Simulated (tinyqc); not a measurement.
One-electron ion in a basis of Gaussians, step by step. Computed by tinyqc, a small Python program that keeps every step. Settings: Z = 1, l = 0. Command: `OMP_NUM_THREADS=1 python tinyqc.py 31757 31758 out.jsonl` (the two numbers bound the seeds that draw the settings). One thread of a shared host (Intel(R) Xeon(R) Processor @ 2.60GHz), about 0.01 s of CPU time with the checks.

## Matrices over normalised Gaussians

exponents of r^l exp(-a r^2) (1/bohr^2): 0.059990  0.080230  0.107300  0.143500  0.191900

Z = 1

l = 0

With p = a_i + a_j and I(k) = Gamma((k+1)/2) / (2 p^((k+1)/2)): S = I(2l+2), T = (2l+3) a_i a_j S / p, V = -Z I(2l+1), each divided by sqrt(S_ii S_jj).

S, lower triangle:
```
          1         2         3         4         5
1  1.000000
2  0.984332  1.000000
3  0.939397  0.984331  1.000000
4  0.870820  0.939399  0.984334  1.000000
5  0.786310  0.870842  0.939417  0.984341  1.000000
```

T (hartree), lower triangle:
```
          1         2         3         4         5
1  0.089985
2  0.101360  0.120345
3  0.108437  0.135559  0.160950
4  0.110519  0.145023  0.181296  0.215250
5  0.107810  0.147807  0.193951  0.242455  0.287850
```

V (hartree), lower triangle:
```
           1          2          3          4          5
1  -0.390849
2  -0.415912  -0.452000
3  -0.433550  -0.480985  -0.522721
4  -0.443256  -0.501380  -0.556239  -0.604500
5  -0.445302  -0.512605  -0.579822  -0.643253  -0.699049
```

## Generalised eigenproblem

H = T + V (hartree), lower triangle:
```
           1          2          3          4          5
1  -0.300864
2  -0.314552  -0.331655
3  -0.325112  -0.345426  -0.361771
4  -0.332737  -0.356358  -0.374943  -0.389250
5  -0.337492  -0.364797  -0.385870  -0.400799  -0.411199
```

Solve H C = S C e through S^(-1/2); each column has its largest component positive (the first on a tie).

eigenvalues of S: 0.000003  0.000242  0.009674  0.274049  4.716032

eigenvalues (hartree): -0.443970  -0.105333  0.066944  0.434015  0.905984

coefficients:
```
            1           2            3            4            5
1    5.781096  -12.371006    40.147089    40.003792    46.330183
2  -22.395652   24.166590  -119.745522  -135.428647  -191.456196
3   36.678999  -16.745539   139.771368   167.860284   311.823260
4  -29.264974    2.956317   -80.167547   -86.374345  -236.023953
5   10.291611    1.561439    20.268512    13.895036    69.559830
```

For Z = 1 and l = 0 the exact lowest level is -Z^2/(2 n^2) with n = l + 1: -0.500000 hartree. The basis is nearly linearly dependent, so rounded matrices do not reproduce these digits.
